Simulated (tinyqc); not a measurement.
Schottky barrier on an n-type semiconductor with a surface-enhanced doping, non-linear Poisson equation by Newton steps: one step of the calculation.

One dimension, metal at x = 0, donor density C(x) = Nd + N0 exp(-x/Ls). Energies are counted from the electron Fermi level of the semiconductor and the conduction-band edge is Ec = -psi, so n = Nc exp(psi/Vt); holes follow the Fermi level of the metal, at -V, so p = Nv exp((V - psi - Eg)/Vt). Ends: psi(0) = V - phiB and psi = Vt ln(Nd/Nc) deep inside. Boltzmann statistics, full ionisation, no current, no image force in the Poisson equation.

Question. End potentials, built-in voltage, Debye length. psi_0 = V - phiB, psi_b = Vt ln(Nd/Nc), Vbi = phiB - Vt ln(Nc/Nd), LD = sqrt(eps0 eps_r Vt/(q Nd)), W = sqrt(2 eps0 eps_r (Vbi - V)/(q Nd)), hole density at the metal p_0 = Nv exp((phiB - Eg)/Vt).

Inputs (values chosen for the exercise); band and dielectric values close to those of 4H silicon carbide:

| symbol | value | unit | meaning |
|---|---|---|---|
| T | 350 | K | temperature |
| Eg | 3.25 | eV | band gap |
| eps_r | 9.76 |  | relative permittivity |
| Nc | 2.1e19 | cm^-3 | conduction-band density of states at T |
| Nv | 3.2e19 | cm^-3 | valence-band density of states at T |
| Nd | 5.8e15 | cm^-3 | donor density deep in the semiconductor |
| phiB | 1.38 | eV | barrier height |
| V | 0.22 | V | bias of the metal against the semiconductor |

Constants: q = 1.602176634e-19 C, kB = 1.380649e-23 J/K, Vt = kB T/q, eps0 = 8.8541878128e-14 F/cm where lengths are in cm. Results are converted to the units shown.

Give: psi_0; psi_b; Vbi; LD; W for uniform Nd; p_0.

Answer.

psi_0 = -1.160 V
psi_b = -0.2471 V
Vbi = 1.133 V
LD = 52.96 nm
W for uniform Nd = 412.0 nm
p_0 = 3.787e-8 cm^-3

The hole density at the metal is 6.5e-24 times Nd, so holes hardly matter.

Numbers from tinyqc (`OMP_NUM_THREADS=1 python tinyqc.py 2020143 2020144 out.jsonl`; about 0.1 s on one thread of a shared Intel Xeon 2.30GHz).
